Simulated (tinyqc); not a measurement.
Worked calculation: tight binding, honeycomb lattice. One step of it, computed by the program tinyqc.

Question. Levels at k. Diagonalise the Hermitian matrix.

H(k) at k (eV):
```
,A,B
A,0.442093,-6.527229-2.764086i
B,-6.527229+2.764086i,-0.443106
```

Give: eigenvalues; weights |c|^2 of the basis functions.

Answer.

eigenvalues (eV): -7.103  7.102

weights |c|^2 of the basis functions:
```
,band 1,band 2
A,0.469,0.531
B,0.531,0.469
```
